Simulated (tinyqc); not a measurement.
# Absorption coefficient and reflectance from two thicknesses

Question. With transparent contact layers the responsivity is (1 - Rf)(1 - exp(-al wi)) q lam/(h c). The second absorber is twice as thick as the first. Find al and Rf.

Inputs (values chosen for the exercise):
- lam = 1550 nm (wavelength)

Constants: q = 1.602176634e-19 C, h = 6.62607015e-34 J s, c = 299792458 m/s. Results are converted to the units shown.

responsivity for wi = 1.4 and 2.8 um (A/W): 0.53970230  0.74655722

Solution. The ratio of the responsivities is 1 + exp(-al w1), which gives al; either value then gives 1 - Rf.

al = 6850 1/cm
Rf = 0.3000

tinyqc, about 0.01 s, one thread, Intel Xeon 2.30GHz (shared host): `OMP_NUM_THREADS=1 python tinyqc.py 2250026 2250027 out.jsonl`
